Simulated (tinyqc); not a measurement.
Which roughness does what: X-ray reflectivity of a thin film on silicon: critical angles, Parratt recursion, fringes and roughness. Computed by tinyqc, a small Python program. Command: `OMP_NUM_THREADS=1 python tinyqc.py 3120818 3120819 out.jsonl xrr walk`. One thread of a shared host (Intel(R) Xeon(R) Processor @ 2.30GHz), about 0.01 s of CPU time with the checks.

n = 1 - delta + i beta; the classical electron radius is r_e = 2.8179403e-6 nm. Layer 0 is vacuum, 1 the film, 2 the substrate.

Inputs (values chosen for the exercise, modelled on copper on silicon, copper K-alpha radiation):
```
quantity                                        value     unit
wavelength lambda                             0.15406       nm
film density rho                                 8.44   g/cm^3
effective electrons per unit mass, film         0.454    mol/g
beta/delta, film                                0.022        -
film thickness d                                 19.3       nm
roughness of the surface sigma_1                    1       nm
roughness of the interface sigma_2               0.52       nm
substrate density                                2.33   g/cm^3
effective electrons per unit mass, substrate    0.507    mol/g
beta/delta, substrate                           0.023        -
grazing angle theta                              1.12  degrees
```

Constants: N_A = 6.02214076e+23 1/mol.

Method:
- delta = r_e lambda^2 rho_e/(2 pi), rho_e = density x electrons per mass x N_A; critical angle sqrt(2 delta), q_c = 4 sqrt(pi r_e rho_e).
- k_j = (2 pi/lambda) sqrt(sin^2 theta - 2 delta_j + 2 i beta_j); r_ij = (k_i - k_j)/(k_i + k_j) x exp(-2 k_i k_j sigma^2) (Nevot-Croce); r = (r_01 + r_12 p)/(1 + r_01 r_12 p), p = exp(2 i k_1 d); R = |r|^2.
- Far above the critical angle the period is d theta = lambda/(2 d), or 2 pi/d in q; the envelope runs between (|r_01| - |r_12 p|)^2 and (|r_01| + |r_12 p|)^2; contrast = 2 a b/(a^2 + b^2) with a = |r_01|, b = |r_12 p|; roughness factors on the amplitudes are about exp(-q^2 sigma^2/2).
- R is averaged over one period above each angle (64 points); contrast = (max - min)/(max + min) of R theta^4 over that period. Cases: smooth; only sigma_1; only sigma_2; both.

period in theta = 0.228678 degrees

Constants:
```
layer      rho_e (1/nm^3)        delta         beta  critical angle (degrees)  q_c (1/nm)
film              2307.54  2.45630e-05  5.40385e-07                  0.401586    0.571710
substrate          711.40  7.57263e-06  1.74170e-07                  0.222977    0.317437
```

Mean R and contrast:
```
theta (degrees)   R smooth  contrast  R, sigma_1  contrast, sigma_1  R, sigma_2  contrast, sigma_2     R, both  contrast, both
0.8              0.0042108   0.92889  2.0142e-03         9.6787e-01  3.8235e-03            0.84503  1.5952e-03         0.98302
1.2              0.0008322   0.92521  2.8671e-04         5.9775e-01  6.8798e-04            0.74993  1.2885e-04         0.77477
1.8              0.0001791   0.92778  5.8690e-05         7.7701e-02  1.3217e-04            0.47865  8.4875e-06         0.27001
2.5              0.0000500   0.92939  1.6710e-05         3.0435e-03  3.5631e-05            0.21783  4.3387e-07         0.31008
3.5              0.0000147   0.93143  4.5462e-06         1.2442e-05  9.7681e-06            0.03900  4.0044e-09         0.41732
```

What follows from these numbers?

At 2.5 degrees sigma_1 alone multiplies the mean R by 0.33 and sigma_2 alone by 0.71; the contrast goes from 0.93 (smooth) to 0.00 and 0.22.
